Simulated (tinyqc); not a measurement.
Loss and coupling from a measured resonance.

Question. An all-pass ring of radius Rr has F = FSR/FWHM = pi sqrt(a t)/(1 - a t) and Tmin = (a - t)^2/(1 - a t)^2; it is known to be undercoupled (t > a). a = 10^(-al L/20), L = 2 pi Rr, k2 = 1 - t^2, FSR = lam^2/(ng L). Find ng, al and k2.

Parameters, values chosen for the exercise:
```
symbol,value,unit,meaning
lam,1550,nm,cold resonance wavelength
Rr,15,um,ring radius
```

FSR = 5.900767759 nm
FWHM = 17.78569909 pm
Tmin (linear) = 0.1406827554

Solution. The finesse gives the product a t, Tmin the difference |a - t|; the spectrum alone cannot tell which is which.

ng = 4.32
al = 6.00 dB/cm
k2 = 0.00590

Numbers from tinyqc (`OMP_NUM_THREADS=1 python tinyqc.py 2650039 2650040 out.jsonl`; about 0.01 s on one thread of a shared Intel Xeon 2.30GHz).
